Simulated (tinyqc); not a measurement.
## Frequency dispersion of an accumulation capacitance by border traps, distributed model: effect of the insulator thickness

Traps spread evenly through the insulator exchange electrons with the semiconductor by tunnelling, with tau(x) = t0 exp(2 ka x) at depth x from the interface. The admittance per area Y seen at depth x obeys dY/dx = -Y^2/(i w eps0 eox) + q Nb ln(1 + i w tau)/tau, with Y(0) = i w Cs and w = 2 pi f; the gate sees Y(tox) = G + i w C. Working variable y = Y/(i w), in uF/cm^2. Cox = eps0 eox/tox.

Cox; trap-free value 1/(1/Cox + 1/Cs); response depth d = ln(1/(w t0))/(2 ka), where w tau = 1; lumped estimate: all traps within d act as C_bt = q Nb d placed at d/2, so C = 1/{1/[1/(1/Cs + d/(2 eps0 eox)) + C_bt] + (tox - d/2)/(eps0 eox)}. C and G from a fine integration; dispersion -d C/d log10 f over C, from f times and over 1.1. For a broad spread of time constants G/w is close to -(pi/2) dC/d ln w.

Parameters, values chosen for the exercise; permittivity close to that of silicon dioxide: relative permittivity of the insulator eox = 4.07; semiconductor capacitance in accumulation Cs = 0.65 uF/cm^2; density of border traps Nb = 1.7e19 cm^-3 eV^-1; decay constant of the wave function in the insulator ka = 5.5 1/nm; time constant of a trap at the interface t0 = 7e-9 s; frequency f = 100 Hz.

Constants: q = 1.602176634e-19 C, eps0 = 8.8541878128e-14 F/cm where lengths are in cm. Results are converted to the units shown.

The same in every row: d (nm) = 1.121.

Effect of the insulator thickness:

| tox (nm) | C (uF/cm^2) | G/w (uF/cm^2) | dispersion (% a decade) | -(pi/2) dC/d ln w (uF/cm^2) | lumped C (uF/cm^2) | trap-free C (uF/cm^2) |
|---|---|---|---|---|---|---|
| 2 | 0.6816 | 0.02824 | 6.064 | 0.02820 | 0.6597 | 0.4777 |
| 2.8 | 0.5921 | 0.02131 | 5.269 | 0.02128 | 0.5754 | 0.4319 |
| 3.9 | 0.5016 | 0.01529 | 4.463 | 0.01527 | 0.4895 | 0.3816 |
| 5.4 | 0.4150 | 0.01046 | 3.692 | 0.01045 | 0.4066 | 0.3293 |
| 7.5 | 0.3342 | 0.006784 | 2.973 | 0.006779 | 0.3287 | 0.2763 |
| 10 | 0.2713 | 0.004471 | 2.414 | 0.004467 | 0.2677 | 0.2318 |
| 14 | 0.2085 | 0.002641 | 1.855 | 0.002639 | 0.2064 | 0.1844 |
| 20 | 0.1548 | 0.001455 | 1.377 | 0.001454 | 0.1536 | 0.1411 |

As tox goes from 2 to 20, C falls from 0.682 to 0.155 uF/cm^2, the dispersion falls from 6.06 to 1.38 % a decade and G/w falls from 0.0282 to 0.00145 uF/cm^2. The lumped estimate is 3.2 % below C in the first row and 0.78 % below it in the last.

Program tinyqc, `OMP_NUM_THREADS=1 python tinyqc.py 2202223 2202224 out.jsonl`; Intel Xeon 2.30GHz, shared host, one thread, about 0.4 s.
